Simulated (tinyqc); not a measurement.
## Bandgap voltage reference from two bipolar transistors: output against temperature

Two transistors of area 1 and N carry the same current I. Is(T) = Is (T/T0)^eta exp[(Vg0 q/kB)(1/T0 - 1/T)], VBE1 = Vt ln(I/Is(T)) + I rb, VBE2 = Vt ln(I/(N Is(T))) + I rb/N. The amplifier forces I R1(T) = VBE1 - VBE2 + Vos, with R(T) = R (1 + tc (T - T0)) for both resistors, and the output is Vref = VBE1 + I R2(T). Base currents and the Early effect are neglected.

Vt = kB T/q; I = (Vt ln N + Vos)/(R1(T) - rb (1 - 1/N)).

Inputs (values chosen for the exercise); values of the order met in silicon bipolar transistors:

| symbol | value | unit | meaning |
|---|---|---|---|
| T0 | 298 | K | reference temperature |
| Vg0 | 1.173 | V | band-gap voltage extrapolated to 0 K |
| eta | 3.9 |  | temperature exponent of the saturation current |
| Is | 5.8e-18 | A | saturation current of the unit transistor at T0 |
| N | 8 |  | area ratio of the second transistor |
| R1 | 14 | kohm | resistor across which the difference of VBE falls, at T0 |
| tc | 0 | ppm/K | temperature coefficient of both resistors |
| Vos | 0 | mV | offset of the amplifier |
| rb | 34 | ohm | series resistance of the unit transistor |
| R2 | 136.3 | kohm | output resistor at T0 |

Constants: q = 1.602176634e-19 C, kB = 1.380649e-23 J/K. Results are converted to the units shown.

Results:
```
T (K)  I (uA)  VBE1 (V)  I R2 (V)  Vref (V)  Vref - Vref(T0) (mV)  dVref/dT (uV/K)
218    2.7962   0.84326   0.38113    1.2244                4.4220          -14.184
233    2.9886   0.81670   0.40735    1.2240                4.0832          -30.813
253    3.2452   0.78091   0.44232    1.2232                3.2583          -51.393
273    3.5017   0.74472   0.47728    1.2220                2.0379          -70.406
323    4.1430   0.65271   0.56469    1.2174               -2.5626          -112.44
348    4.4637   0.60595   0.60840    1.2144               -5.6093          -131.07
373    4.7844   0.55875   0.65211    1.2109               -9.1051          -148.40
398    5.1050   0.51113   0.69582    1.2069               -13.020          -164.61
423    5.4257   0.46311   0.73952    1.2026               -17.328          -179.84
```

Estimate the missing row, T = 298 K.

Computed row:
```
T (K)  I (uA)  VBE1 (V)  I R2 (V)  Vref (V)  Vref - Vref(T0) (mV)  dVref/dT (uV/K)
298    3.8224   0.69898   0.52099    1.2200                     0          -92.303
```

With this row back in the table: VBE1 falls by 1.85 mV/K on average and I R2 rises by 1.75 mV/K. The slope of Vref vanishes at T = 206 K. Between 233 and 398 K Vref spans 17.1 mV, or 85.2 ppm/K by the box method (span over the average over T, over 165 K).

Computed by the program tinyqc: `OMP_NUM_THREADS=1 python tinyqc.py 2062010 2062011 out.jsonl`, one thread of a shared Intel Xeon 2.30GHz, about 0.03 s for the whole run.
